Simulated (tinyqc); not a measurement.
Ideality, saturation current and resistance from three points.

Problem. Well above the saturation current a diode obeys V = n Vt ln(I/I0) + I Rs. Find n, Rs and I0.

Inputs (values chosen for the exercise):
- T = 450 K (temperature)

Constants: q = 1.602176634e-19 C, kB = 1.380649e-23 J/K, Vt = kB T/q. Results are converted to the units shown.

currents (A): [3e-6, 0.0004, 0.03]
voltages (V): [0.87704663, 1.1104882, 1.3214512]

Answer. V is linear in the three unknowns n Vt, Rs and -n Vt ln I0, so three points give a linear system.

n = 1.230
Rs = 0.1700 ohm
I0 = 3.100e-14 A

Numbers from tinyqc (`OMP_NUM_THREADS=1 python tinyqc.py 2260131 2260132 out.jsonl`; about 0.01 s on one thread of a shared Intel Xeon 2.30GHz).
